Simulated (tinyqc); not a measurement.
Defect equilibria of an oxide against oxygen pressure (mass action): one step, computed by the program tinyqc. Command: `OMP_NUM_THREADS=1 python tinyqc.py 3026492 3026493 out.jsonl brouwer walk`. One thread of a shared host (Intel(R) Xeon(R) Processor @ 2.30GHz), about 0.01 s of CPU time with the checks.

Defects: oxygen vacancies V (charge +2), electrons n, holes p, the ionic partner X = V_M'' (charge -2), and the dopant. Activities are taken equal to concentrations.

Task: Conductivities. sigma_n = e n mu_n, sigma_p = e p mu_p, sigma_ion = 2 e [V] mu_V with mu_V = 2 e D/(k_B T) and D = D_0 exp(-E_m/k_B T); only the oxygen vacancies carry ionic current, and the ionic transport number is sigma_ion over the total.

Inputs (values chosen for the exercise, for a model oxide):
```
quantity                         value        unit
temperature T                     1100           K
electron mobility mu_n            0.87  cm^2/(V s)
hole mobility mu_p                0.39  cm^2/(V s)
vacancy diffusion prefactor D_0  0.029      cm^2/s
vacancy migration energy E_m       1.1          eV
```

Ionic disorder: Schottky, oxide MO. Dopant (singly charged, fully ionised): acceptor.

n = 5.459835e+20 cm^-3

[V] = 2.864918e+20 cm^-3

p = 5.161572e+10 cm^-3

Constants: k_B = 8.617333262e-05 eV/K; e = 1.602176634e-19 C.

Give: sigma_n; sigma_p; sigma_ion; total conductivity; ionic transport number.

Result:

sigma_n = 76.10 S/cm

sigma_p = 3.225e-09 S/cm

sigma_ion = 5.126e-04 S/cm

total conductivity = 76.10 S/cm

ionic transport number = 6.735e-06

The conductor is mainly n-type electronic here. Caution: one of n, p, [V] and [X] is above 2e20 cm^-3, near 1 % of the sites of a usual oxide, where defects associate and the ideal mass-action laws fail.
